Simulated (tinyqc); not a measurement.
Dose and depth of a threshold implant.

Inverse problem. A sheet of D acceptors per cm^2 lies at depth xi inside the depleted layer of a body doped Na. In the depletion approximation VT = Vfb + f2 + q D/Cox + gamma sqrt(f2 + Vsb - q D xi/(eps0 eps_r)), gamma = sqrt(2 eps0 eps_r q Na)/Cox, Cox = eps0 eox/tox. Find gamma, D and xi.

Values chosen for this exercise; band and dielectric values close to those of silicon:

| symbol | value | unit | meaning |
|---|---|---|---|
| eps_r | 11.5 |  | relative permittivity |
| Na | 4.4e17 | cm^-3 | acceptor density deep in the body |
| eox | 3.9 |  | relative permittivity of the gate insulator (close to silicon dioxide) |
| tox | 3.9 | nm | insulator thickness |
| Vfb | -0.47 | V | flat-band voltage |
| f2 | 0.887 | V | band bending 2 phiF at threshold |

Constants: q = 1.602176634e-19 C, eps0 = 8.8541878128e-14 F/cm where lengths are in cm. Results are converted to the units shown.

VT against the source at Vsb = 0 and 1.3 V (V): [1.0110085, 1.2578576]

Solution. With y^2 = f2 - q D xi/(eps0 eps_r) and d the difference of the thresholds over gamma, sqrt(y^2 + Vsb) - y = d gives y = (Vsb - d^2)/(2 d). The first threshold then gives D, and y^2 gives xi.

gamma = 0.428 V^0.5
D = 1.30e12 cm^-2
xi = 9.00 nm

tinyqc, about 0.4 s, one thread, Intel Xeon 2.30GHz (shared host): `OMP_NUM_THREADS=1 python tinyqc.py 2080098 2080099 out.jsonl`
